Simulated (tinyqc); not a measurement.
Free and trapped electrons in a MOS channel with a dense trap tail: two steps of the calculation.

p-type body, charge-sheet picture, full ionisation (an idealisation for deep acceptors), Boltzmann statistics for free electrons. e = Ec - EF at the surface. Acceptor-like traps of density D(E) = D0 + De exp(-E/Ew) at depth E below Ec, from 0 to Eu, hold n_t = integral of D(E)/(1 + exp((e - E)/Vt)). psi = Eg - Vt ln(Nv/Na) - e; N_dep = sqrt(2 eps0 eps_r Na (psi - Vt)/q); n_f = sqrt(N_dep^2 + 2 eps0 eps_r Vt Nc exp(-e/Vt)/q) - N_dep; Vg = Vfb + psi + q (N_dep + n_t + n_f)/Cox, Cox = eps0 eox/tox.

Inputs (values chosen for the exercise); band and dielectric values close to those of gallium nitride:
```
symbol,value,unit,meaning
T,475,K,temperature
Eg,3.41,eV,band gap
eps_r,9.34,,relative permittivity
Nc,4.54e18,cm^-3,conduction-band density of states at T
Nv,9.22e19,cm^-3,valence-band density of states at T
eox,3.9,,relative permittivity of the insulator
tox,27,nm,insulator thickness
Na,5.8e16,cm^-3,acceptor density
Vfb,-3,V,flat-band voltage without trapped charge
D0,1.1e10,cm^-2 eV^-1,constant background density of acceptor-like traps
De,3.5e12,cm^-2 eV^-1,density of the tail at the conduction edge
Ew,0.06,eV,decay energy of the tail
Eu,0.74,eV,depth below Ec down to which the traps reach
mf,180,cm^2/(V s),mobility of free electrons
e,0.071,eV,Ec - EF at the surface
```

Constants: q = 1.602176634e-19 C, kB = 1.380649e-23 J/K, Vt = kB T/q, eps0 = 8.8541878128e-14 F/cm where lengths are in cm. Results are converted to the units shown.

Question 1. Trapped charge. Trapezoid rule on 13 equal steps from 0 to Eu, f = 1/(1 + exp((e - E)/Vt)).

Wanted: E; D(E) f; n_t.

Answer 1.

```
point    E (eV)  D(E) f (cm^-2 eV^-1)
0             0             5.2666e11
1      0.056923             5.6684e11
2       0.11385             3.9660e11
3       0.17077             1.9702e11
4       0.22769             8.7791e10
5       0.28462             4.1252e10
6       0.34154             2.2771e10
7       0.39846             1.5565e10
8       0.45538             1.2769e10
9       0.51231             1.1685e10
10      0.56923             1.1265e10
11      0.62615             1.1103e10
12      0.68308             1.1040e10
13      0.74000             1.1015e10
```

n_t = 9.4181e10 cm^-2

Question 2. Charges and gate voltage. psi, N_dep, n_f and Vg as defined, with the n_t given; free share n_f/(n_f + n_t); apparent mobility mf n_f/(n_f + n_t); gate voltage spent on traps q n_t/Cox.

n_t = 9.4181113e10 cm^-2

Find: psi; N_dep; n_f; Vg; free share; apparent mobility; gate voltage spent on traps.

Answer 2.

psi = 3.037 V
N_dep = 1.339e12 cm^-2
n_f = 1.209e11 cm^-2
Vg = 1.985 V
free share = 56.22 %
apparent mobility = 101.2 cm^2/(V s)
gate voltage spent on traps = 0.1180 V

Numbers from tinyqc (`OMP_NUM_THREADS=1 python tinyqc.py 2222043 2222044 out.jsonl`; about 0.02 s on one thread of a shared Intel Xeon 2.30GHz).
